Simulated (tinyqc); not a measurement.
What each parameter does: donor level screened by free carriers (Yukawa potential).

Screening wave number: Debye ks^2 = 4 pi q n/(eps kB T); Thomas-Fermi ks^2 = 6 pi q n/(eps EF) with EF = c (3 pi^2 n/gv)^(2/3)/m, c = hbar^2/2m0; the two are joined by 1/ks^2 = sqrt(1/ks_D^4 + 1/ks_TF^4). 1e18/cm^3 = 1e-6/angstrom^3, q = e^2/(4 pi eps0).

Potential -(q/(eps r)) exp(-ks r), q = e^2/(4 pi eps0). In units Ry* = Ry m/eps^2 and a* = a0 eps/m the problem is [-Laplacian - 2 exp(-x r)/r] psi = E psi with x = ks a*.

Converged values use 18 functions exp(-z r), z = 1.55^i, i = -11 to 6: S = 2/A^3, H = z_i z_j S - 2/(A + x)^2, A = z_i + z_j.

Constants: e^2/(4 pi eps0) = 14.39964547 eV angstrom; kB = 8.617333262e-05 eV/K; hbar^2/2m0 = 3.80998211 eV angstrom^2; Ry = 13.60569312 eV; a0 (Bohr radius) = 0.5291772105 angstrom.

Values chosen for the exercise (near those of a donor in InP, with one mean mass; the results hold for these values, not for the real material): m = 0.08 m0 (mass); eps = 12.7 (dielectric constant); gv = 1 (valleys); T = 77 K (temperature); n = 0.0015 x 1e18/cm^3 (free-carrier density).

Ry* = Ry m/eps^2, a* = a0 eps/m, x = ks a* with the joined ks; converged binding.

Results for these values:
```
case  1/ks (angstrom)      x  binding in Ry*  binding (meV)
base            557.7  0.151           0.730           4.93
```

What happens to each result for eps = 11.7, all else kept?

Answer: 1/ks falls from 557.7 to 535.3; x falls from 0.151 to 0.145; binding in Ry* rises from 0.730 to 0.740; binding rises from 4.93 to 5.88.

The same for each parameter in turn:
```
case                     1/ks (angstrom)      x  binding in Ry*  binding (meV)
base                               557.7  0.151           0.730           4.93
n = 0.00075 x 1e18/cm^3            788.3  0.107           0.803           5.42
T = 137 K                          743.4  0.113           0.792           5.34
m = 0.09 m0                        557.6  0.134           0.757           5.75
eps = 11.7                         535.3  0.145           0.740           5.88
gv = 2                             557.4  0.151           0.730           4.92
```

Program tinyqc; command `OMP_NUM_THREADS=1 python tinyqc.py 1251058 1251059 out.jsonl`; about 0.01 s on one thread of a shared Intel(R) Xeon(R) Processor @ 2.30GHz.
